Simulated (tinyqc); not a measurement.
Worked calculation: G0W0 on RHF in the cc-pvdz basis, for He, spin multiplicity 1. Computed by tinyqc, a small Python program that keeps every step (integrals from PySCF). Settings: charge = 0, multiplicity = 1, basis = cc-pvdz, method = RHF, energy threshold = 1e-10, iteration cap = 60, orthogonalisation = symmetric, start = Wolfsberg-Helmholz matrix, DIIS depth = 6. Command: `OMP_NUM_THREADS=1 python tinyqc.py 30865 30866 out.jsonl` (the two numbers bound the seeds that draw the settings). One thread of a shared host (Intel(R) Xeon(R) Processor @ 2.60GHz), about 0.03 s of CPU time with the checks. The early iterations of the SCF are left out here.

## One-electron integrals

Geometry (angstrom):
```
atom         x         y         z
He    0.000000  0.000000  0.000000
```

Basis cc-pvdz: exponents (1/bohr^2) and contraction coefficients of normalised primitives:
```
element  l (shell)   exponent  coefficient
He           s (1)  38.360000     0.040176
He           s (1)   5.770000     0.261368
He           s (1)   1.240000     0.793071
He           s (2)   0.297600     1.000000
He           p (3)   1.275000     1.000000
```

Overlap, kinetic and nuclear-attraction integrals over the contracted functions; the nuclear repulsion is the sum of Za Zb / Rab.

nuclear repulsion = 0 hartree

overlap S:
```
           1He 1s    1He 2s   1He 2px   1He 2py   1He 2pz
1He 1s   1.000000  0.634168  0.000000  0.000000  0.000000
1He 2s   0.634168  1.000000  0.000000  0.000000  0.000000
1He 2px  0.000000  0.000000  1.000000  0.000000  0.000000
1He 2py  0.000000  0.000000  0.000000  1.000000  0.000000
1He 2pz  0.000000  0.000000  0.000000  0.000000  1.000000
```

kinetic energy T (hartree):
```
           1He 1s    1He 2s   1He 2px   1He 2py   1He 2pz
1He 1s   2.922435  0.466660  0.000000  0.000000  0.000000
1He 2s   0.466660  0.446400  0.000000  0.000000  0.000000
1He 2px  0.000000  0.000000  3.187500  0.000000  0.000000
1He 2py  0.000000  0.000000  0.000000  3.187500  0.000000
1He 2pz  0.000000  0.000000  0.000000  0.000000  3.187500
```

nuclear attraction V (hartree):
```
            1He 1s     1He 2s    1He 2px    1He 2py    1He 2pz
1He 1s   -4.802688  -2.012449   0.000000   0.000000   0.000000
1He 2s   -2.012449  -1.741071   0.000000   0.000000   0.000000
1He 2px   0.000000   0.000000  -2.402503   0.000000   0.000000
1He 2py   0.000000   0.000000   0.000000  -2.402503   0.000000
1He 2pz   0.000000   0.000000   0.000000   0.000000  -2.402503
```

core Hamiltonian H = T + V (hartree):
```
            1He 1s     1He 2s   1He 2px   1He 2py   1He 2pz
1He 1s   -1.880253  -1.545789  0.000000  0.000000  0.000000
1He 2s   -1.545789  -1.294671  0.000000  0.000000  0.000000
1He 2px   0.000000   0.000000  0.784997  0.000000  0.000000
1He 2py   0.000000   0.000000  0.000000  0.784997  0.000000
1He 2pz   0.000000   0.000000  0.000000  0.000000  0.784997
```

## Two-electron integrals

Functions are numbered as in S; the eight-fold symmetry (ij|kl) = (ji|kl) = (kl|ij) leaves the list below.

Two-electron integrals (ij|kl) in chemists' order, unique and non-zero (hartree):
```
(11|11) 1.543036   (21|11) 0.784979   (21|21) 0.426774   (22|11) 0.803460
(22|21) 0.475908   (22|22) 0.615562   (31|31) 0.177307   (32|31) 0.142524
(32|32) 0.130008   (33|11) 1.099799   (33|21) 0.627782   (33|22) 0.734404
(33|33) 1.040531   (41|41) 0.177307   (42|41) 0.142524   (42|42) 0.130008
(43|43) 0.063706   (44|11) 1.099799   (44|21) 0.627782   (44|22) 0.734404
(44|33) 0.913119   (44|44) 1.040531   (51|51) 0.177307   (52|51) 0.142524
(52|52) 0.130008   (53|53) 0.063706   (54|54) 0.063706   (55|11) 1.099799
(55|21) 0.627782   (55|22) 0.734404   (55|33) 0.913119   (55|44) 0.913119
(55|55) 1.040531
```

## Orthogonalisation

S = U s U^T; symmetric (Loewdin) form X = U s^(-1/2) U^T, so that X^T S X = 1.

eigenvalues of S: 0.365832  1.000000  1.000000  1.000000  1.634168

X:
```
            1He 1s     1He 2s   1He 2px   1He 2py   1He 2pz
1He 1s    1.217794  -0.435533  0.000000  0.000000  0.000000
1He 2s   -0.435533   1.217794  0.000000  0.000000  0.000000
1He 2px   0.000000   0.000000  1.000000  0.000000  0.000000
1He 2py   0.000000   0.000000  0.000000  1.000000  0.000000
1He 2pz   0.000000   0.000000  0.000000  0.000000  1.000000
```

## Iteration 9 (converged): orbitals

converged F (hartree):
```
            1He 1s     1He 2s   1He 2px   1He 2py   1He 2pz
1He 1s   -0.550426  -0.999872  0.000000  0.000000  0.000000
1He 2s   -0.999872  -0.428819  0.000000  0.000000  0.000000
1He 2px   0.000000   0.000000  2.524372  0.000000  0.000000
1He 2py   0.000000   0.000000  0.000000  2.524372  0.000000
1He 2pz   0.000000   0.000000  0.000000  0.000000  2.524372
```

Diagonalise F' = X^T F X, C = X C', fill 1 alpha and 1 beta electrons from the bottom; D = 2 C_occ C_occ^T. Each column has its largest component positive (the first on a tie).

F' = X^T F X (hartree):
```
           1          2         3         4         5
1   0.163007  -1.153116  0.000000  0.000000  0.000000
2  -1.153116   0.320286  0.000000  0.000000  0.000000
3   0.000000   0.000000  2.524372  0.000000  0.000000
4   0.000000   0.000000  0.000000  2.524372  0.000000
5   0.000000   0.000000  0.000000  0.000000  2.524372
```

orbital energies (hartree): MO1 -0.914148, MO2 1.397442, MO3 2.524372, MO4 2.524372, MO5 2.524372

coefficients C:
```
              MO1        MO2       MO3       MO4       MO5
1He 1s   0.592616  -1.149573  0.000000  0.000000  0.000000
1He 2s   0.513027   1.187231  0.000000  0.000000  0.000000
1He 2px  0.000000   0.000000  1.000000  0.000000  0.000000
1He 2py  0.000000   0.000000  0.000000  1.000000  0.000000
1He 2pz  0.000000   0.000000  0.000000  0.000000  1.000000
```

D after iteration 9:
```
           1He 1s    1He 2s   1He 2px   1He 2py   1He 2pz
1He 1s   0.702388  0.608056  0.000000  0.000000  0.000000
1He 2s   0.608056  0.526393  0.000000  0.000000  0.000000
1He 2px  0.000000  0.000000  0.000000  0.000000  0.000000
1He 2py  0.000000  0.000000  0.000000  0.000000  0.000000
1He 2pz  0.000000  0.000000  0.000000  0.000000  0.000000
```

Within a degenerate level the vectors are fixed only up to a rotation; this is one choice.

## Convergence

Stop when the energy changes by less than 1e-10 hartree and every element of the error matrix X^T (F D S - S D F) X is below 3e-06.

Course of the cycle:
```
iteration  E (hartree)     change  largest element of the error matrix
1          -2.80262184          -                             4.66e-01
2          -2.85482838  -5.22e-02                             3.76e-02
3          -2.85516047  -3.32e-04                             1.56e-04
4          -2.85516048  -4.54e-09                             7.10e-05
5          -2.85516048  -6.87e-10                             4.59e-05
6          -2.85516048  -2.24e-10                             3.39e-05
7          -2.85516048  -1.00e-10                             2.69e-05
8          -2.85516048  -1.69e-10                             1.96e-08
9          -2.85516048   8.88e-16                             2.84e-11
```

PySCF RHF in the same basis = -2.85516048 hartree

Converged in 9 iterations.

## Integrals over molecular orbitals

(pq|rs) = sum C_ip C_jq C_kr C_ls (ij|kl), one index at a time.

one-electron integrals over orbitals h = C^T H C (hartree):
```
           1          2         3         4         5
1  -1.941013   0.316447  0.000000  0.000000  0.000000
2   0.316447  -0.090238  0.000000  0.000000  0.000000
3   0.000000   0.000000  0.784997  0.000000  0.000000
4   0.000000   0.000000  0.000000  0.784997  0.000000
5   0.000000   0.000000  0.000000  0.000000  0.784997
```

Two-electron integrals over orbitals (pq|rs), unique and non-zero (hartree):
```
(11|11) 1.026865    (21|11) -0.316447   (21|21) 0.227505    (22|11) 0.857592
(22|21) -0.255195   (22|22) 0.765495    (31|31) 0.183149    (32|31) -0.025386
(32|32) 0.028529    (33|11) 0.961262    (33|21) -0.230485   (33|22) 0.774953
(33|33) 1.040531    (41|41) 0.183149    (42|41) -0.025386   (42|42) 0.028529
(43|43) 0.063706    (44|11) 0.961262    (44|21) -0.230485   (44|22) 0.774953
(44|33) 0.913119    (44|44) 1.040531    (51|51) 0.183149    (52|51) -0.025386
(52|52) 0.028529    (53|53) 0.063706    (54|54) 0.063706    (55|11) 0.961262
(55|21) -0.230485   (55|22) 0.774953    (55|33) 0.913119    (55|44) 0.913119
(55|55) 1.040531
```

## Screening: direct RPA

With D = e_a - e_i and K = (ia|jb): diagonalise D^(1/2) (D + 4K) D^(1/2) = Z w^2 Z^T; X + Y = D^(1/2) Z w^(-1/2), each column of Z with its largest component positive (the first on a tie); E_c = (sum w - tr (D + 2K)) / 2.

D^(1/2) (D + 4K) D^(1/2) (hartree^2):
```
          1>2        1>3        1>4        1>5
1>2  7.447041   0.000000   0.000000   0.000000
1>3  0.000000  14.342469   0.000000   0.000000
1>4  0.000000   0.000000  14.342469   0.000000
1>5  0.000000   0.000000   0.000000  14.342469
```

excitation energies w (hartree): 2.728927  3.787145  3.787145  3.787145

X + Y:
```
            1         2         3         4
1>2  0.920364  0.000000  0.000000  0.000000
1>3  0.000000  0.952862  0.000000  0.000000
1>4  0.000000  0.000000  0.952862  0.000000
1>5  0.000000  0.000000  0.000000  0.952862
```

RPA correlation energy = -0.04534648 hartree

Within a degenerate level the vectors are fixed only up to a rotation; this is one choice.

## G0W0 on Hartree-Fock: HOMO

W(p,q,m) = sqrt2 sum_ia (pq|ia) (X+Y)_ia,m; Sigma_c(x) = sum_(i,m) W^2/(x - e_i + w_m) + sum_(a,m) W^2/(x - e_a - w_m); solve x = e_p + Sigma_c(x) by Newton steps; Z = 1/(1 - dSigma/dx); 1 hartree = 27.211386 eV.

The 12 largest terms at x = e_p (hartree; W for the signs of X + Y given):
```
q  m          W       term
1  1  -0.411884   0.062167
2  1   0.296119  -0.017396
3  2   0.246803  -0.008430
4  3   0.246803  -0.008430
5  4   0.246803  -0.008430
```

Newton steps (hartree):
```
step          x  Sigma_c(x)         Z
0     -0.914148    0.019481  0.971127
1     -0.895230    0.018921  0.971379
2     -0.895227    0.018921  0.971380
```

quasiparticle energy of the HOMO = -24.360370 eV

Hartree-Fock value = -24.875232 eV

## G0W0 on Hartree-Fock: LUMO

As before.

The 12 largest terms at x = e_p (hartree; W for the signs of X + Y given):
```
q  m          W       term
2  1  -0.332160  -0.040430
1  1   0.296119   0.017396
3  2  -0.034209  -0.000238
4  3  -0.034209  -0.000238
5  4  -0.034209  -0.000238
```

Newton steps (hartree):
```
step         x  Sigma_c(x)         Z
0     1.397442   -0.023748  0.981921
1     1.374123   -0.023321  0.982132
2     1.374121   -0.023321  0.982132
```

quasiparticle energy of the LUMO = 37.391724 eV

Hartree-Fock value = 38.026326 eV
